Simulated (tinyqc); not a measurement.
Input admittance of a MOSFET at zero drain bias: distributed channel and distributed gate: one step of the calculation.

Source and drain grounded, strong inversion, w = 2 pi f, Cox = eps0 eox/tox. The channel is an RC line of resistance 1/(mu Cox Vo) per square fed from both ends, so one finger has the intrinsic admittance y = i w Cox L tanh(g)/g per width, g = (1/2) sqrt(i w tau), tau = L^2/(mu Vo). The vertical resistance rv/L is in series with y, the overlaps 2 i w Cov in parallel: y_t = 1/(1/y + rv/L) + 2 i w Cov. The gate strip is a line of Rsh/L per length loaded by y_t, so a finger has Y = y_t Wf tanh(k)/k, k = (Wf/sd) sqrt(y_t Rsh/L); the device has Nf Y.

Question. Input impedance of the device. k and Y as defined; Z = 1/(Nf Y) = R + 1/(i w C); Q = |Im Z|/R; signal at the point farthest from a contact |1/cosh k|.

Parameters, values chosen for the exercise; values of the order met in silicon radio-frequency transistors: channel length L = 0.78 um; finger width Wf = 5.8 um; number of fingers Nf = 4; sheet resistance of the gate Rsh = 24 ohm/square; number of ends at which a finger is contacted sd = 2; frequency f = 4.6 GHz.

y_t = 9.42762+138.16825i uS/um

Find: k; Nf Y; R; C; Q; signal at the far point.

Answer.

k = 0.13834+0.12922i
Nf Y = 0.2566+3.1998i mS
R = 24.905 ohm
C = 111.42 fF
Q = 12.469
signal at the far point = 0.99868

Program tinyqc, `OMP_NUM_THREADS=1 python tinyqc.py 2262235 2262236 out.jsonl`; Intel Xeon 2.30GHz, shared host, one thread, about 0.01 s.
